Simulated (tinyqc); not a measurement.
# Straight dislocations in isotropic elasticity: fields, energies, partials, Peierls stress and walls, step by step

A worked calculation. Computed by tinyqc, a small Python program that keeps every step. Command: `OMP_NUM_THREADS=1 python tinyqc.py 3030477 3030478 out.jsonl disloc walk`. One thread of a shared host (Intel(R) Xeon(R) Processor @ 2.30GHz), about 0.01 s of CPU time with the checks. Intermediate numbers are printed to about 7 digits and carried at full precision; extremes and crossings named in words are read from the listed rows.

The line runs along z, the glide plane is y = 0, and beta is the angle between b and the line (0 screw, 90 degrees edge): b_e = b sin(beta) along +x with the extra half plane at y > 0, b_s = b cos(beta). Stress is positive in tension.

Inputs (values chosen for the exercise, modelled on silver):
```
quantity,value,unit
shear modulus G,29.4,GPa
Poisson ratio nu,0.373,-
Burgers vector b,2.889,angstrom
stacking-fault energy gamma,20,mJ/m^2
dislocation density rho,2e+09,1/m^2
core radius r0/b,1.5,-
misfit volume of a solute dV,-2.4,angstrom^3
temperature T,600,K
unstable fault energy gamma_us,182,mJ/m^2
tilt angle theta,6.2,degrees
source length l,93,nm
```

Character: 30-degree.

field point (x, y) (nm): [4, 1.3]

Constants: 1 eV/angstrom^3 = 160.2176634 GPa; k_B = 8.617333262e-05 eV/K.

## Line energy and line tension

Energy factor K = G [cos^2(beta) + sin^2(beta)/(1 - nu)]. E = K b^2/(4 pi) ln(R/r0) with R = 1/(2 sqrt(rho)); tension T = E + d^2E/d(beta)^2 = G b^2 [1 + nu - 3 nu sin^2(beta)]/(4 pi (1 - nu)) ln(R/r0). The core energy is taken into r0.

energy factor K = 33.77249 GPa

ln(R/r0) = 10.15812

line energy E = 14.22169 eV/nm

line tension T = 21.58676 eV/nm

stored energy rho E = 0.004557133 kJ/m^3

T/E = 1.52: bowing turns parts of the line towards the costlier edge character, so it is stiff.

## Stress at a point

With D = G b_e/(2 pi (1 - nu)), S = G b_s/(2 pi), r^2 = x^2 + y^2: s_xx = -D y (3x^2 + y^2)/r^4, s_yy = D y (x^2 - y^2)/r^4, s_xy = D x (x^2 - y^2)/r^4, s_zz = nu (s_xx + s_yy), s_xz = -S y/r^2, s_yz = S x/r^2. Pressure p = -trace/3.

stress (MPa):
```
,x,y,z
x,-222.5226,197.1793,-86.0322
y,197.1793,64.0833,264.7145
z,-86.0322,264.7145,-59.0979
```

pressure p = 72.51240 MPa

The point lies above the glide plane, on the compressed side.

## Force on a second, equal dislocation at that point; binding of a solute

Peach-Koehler force per length on a parallel dislocation with the same b: in the glide plane F_x = s_xy b_e + s_yz b_s, normal to it F_y = -(s_xx b_e + s_xz b_s), which drives climb of the edge part or cross-slip of a screw. A solute with misfit volume dV has the energy p dV, and its dilute concentration is scaled by exp(-p dV/(k_B T)).

glide force F_x = 94.71274 mN/m

normal force F_y = 53.66820 mN/m

solute energy = -1.086208 meV

concentration ratio = 1.021230

Along x the second dislocation is repelled. The undersized solute is enriched here.

## Splitting into partials

Shockley partials have b_p = b/sqrt(3) at the angles beta -/+ 30 degrees; their repulsion balances the fault at d = G b_p^2/(8 pi gamma) (2 - nu)/(1 - nu) [1 - 2 nu cos(2 beta)/(2 - nu)].

partial Burgers vector b_p = 1.667965 angstrom

splitting width d = 3.254478 nm

d/b = 11.26507

Widely split: cross-slip and climb need a constriction first.

## Peierls-Nabarro core of the undissociated dislocation

Misfit energy gamma(u) = (gamma_us/2)(1 - cos(2 pi u/b)), so the largest restoring stress is tau_max = pi gamma_us/b; u(x) = b/2 + (b/pi) arctan(x/zeta), zeta = K b/(4 pi tau_max). Summing the misfit energy over atomic rows a' apart gives, for a wide core, W_P = (K b^2/pi) exp(-2 pi zeta/a') and sigma_P = (K b/a') exp(-2 pi zeta/a'); a' = b/2 for edge and 30-degree lines, b sqrt(3)/2 for screw and 60-degree lines.

tau_max = 1.979127 GPa

half width zeta = 3.923079 angstrom

row spacing a' = 1.4445 angstrom

Peierls barrier W_P = 2.173962e-04 meV/nm

Peierls stress sigma_P = 0.002622087 MPa

zeta/a' = 2.72 and sigma_P/G = 8.9e-8: the stress falls by a factor e for each a'/(2 pi) of half width. Caution: so small a Peierls stress means only that the model finds negligible lattice resistance; its value is not a prediction.

## Strength from dislocations

Frank-Read source, averaged over the loop: tau = G b/(2 pi l) [(1 - nu/2)/(1 - nu)] ln(l/r0). Taylor hardening: tau = 0.3 G b sqrt(rho).

Frank-Read stress = 101.2512 MPa

Taylor stress = 0.1139544 MPa

Of the source, forest and Peierls stresses the largest here is the source stress.

## Low-angle tilt boundary

A symmetric tilt wall of edge dislocations has the spacing h = b/(2 sin(theta/2)); Read-Shockley: gamma_b = E0 theta (A - ln theta), E0 = G b/(4 pi (1 - nu)), A = 1 + ln(b/(2 pi r0)), theta in radians.

spacing h = 2.671102 nm

boundary energy = 114.3566 mJ/m^2

angle of the maximum, exp(A - 1) = 6.079271 degrees

Caution: towards the maximum of the Read-Shockley curve the spacing is no longer large against the core size, so the formula is only rough.

## Character of the line

E = K b^2/(4 pi) ln(R/r0); T = G b^2 [1 + nu - 3 nu sin^2(beta)]/(4 pi (1 - nu)) ln(R/r0).

From screw to edge:
```
beta (degrees),K (GPa),E (eV/nm),T (eV/nm),d (nm)
0,29.40000,12.38043,27.11056,2.286439
15,30.57160,12.87379,25.63047,2.545824
30,33.77249,14.22169,21.58676,3.254478
45,38.14498,16.06296,16.06296,4.222516
60,42.51746,17.90423,10.53916,5.190555
75,45.71835,19.25213,6.49545,5.899208
90,46.88995,19.74550,5.01536,6.158593
```

The edge costs 1/(1 - nu) = 1.595 times the screw in energy, yet its tension is only (1 - 2 nu)/(1 + nu) = 0.185 of the screw value, so loops under stress are elongated along b. The edge splits 2.69 times as widely, (2 + nu)/(2 - 3 nu), since there the larger, edge parts of the partials repel with the factor 1/(1 - nu) and the small screw parts attract, while in the screw the roles are exchanged.

Checks made by the program: zero divergence of the stress field, by differences and relative to the size of its gradient (relative difference below 1e-10); splitting against the force between the two partials (relative difference below 1e-10).
